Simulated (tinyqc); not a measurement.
The decay curve: photoconductance decay in a wafer: bulk and surface recombination modes, and iron detection by pair splitting. Computed by tinyqc, a small Python program. Command: `OMP_NUM_THREADS=1 python tinyqc.py 3113020 3113021 out.jsonl pcd walk`. One thread of a shared host (Intel(R) Xeon(R) Processor @ 2.30GHz), about 0.01 s of CPU time with the checks.

Both faces of the wafer have the same S; injection is low and all coefficients are constant. x runs from -W/2 to W/2.

Inputs (values chosen for the exercise, modelled on p-type silicon):
```
quantity                          value         unit
thickness W                         725   micrometre
diffusivity D                      27.7       cm^2/s
bulk lifetime tau_b without iron    5.4  microsecond
surface recombination velocity S    3.6         cm/s
absorption coefficient alpha       4900         1/cm
```

Method:
- Even modes cos(a x) obey b tan b = S W/(2 D) with b = a W/2, odd modes sin(a x) obey -b cot b = S W/(2 D); each decays at the rate 1/tau_b + D a^2.
- tau_eff is the decay time of the first mode. The surface time is 1/(D a^2) of that mode; shortcuts for it are W/(2 S), W^2/(pi^2 D) and their sum, whose error is sum/surface time - 1.
- Light from one face makes n(x, 0) proportional to exp(-alpha (x + W/2)). Only even modes carry the thickness average: weight c_n = [sin b/b] int n cos(a x) dx / (int cos^2(a x) dx x mean n), with int exp(-alpha (x + W/2)) cos(a x) dx = [alpha cos b (1 - E) + a sin b (1 + E)]/(alpha^2 + a^2), E = exp(-alpha W), and int cos^2 = W/2 + sin(2 b)/(2 a).
- Mean density = sum_n c_n exp(-t/tau_n) over 60 modes; the local decay time is -1/(d ln n/dt).

W^2/(pi^2 D) = 19.2263 microsecond

tau_eff = 5.39711 microsecond

Decay:
```
t / (W^2/(pi^2 D))  t (microsecond)  mean density/start  local decay time (microsecond)
0.02                          0.385          9.3085e-01                          5.3820
0.05                          0.961          8.3631e-01                          5.3886
0.10                          1.923          6.9971e-01                          5.3919
0.20                          3.845          4.8989e-01                          5.3943
0.50                          9.613          1.6820e-01                          5.3963
1.00                         19.226          2.8329e-02                          5.3970
2.00                         38.453          8.0375e-04                          5.3971
```

The local decay time goes from 5.38 to 5.40 microsecond against tau_eff = 5.40. Higher modes matter little here.
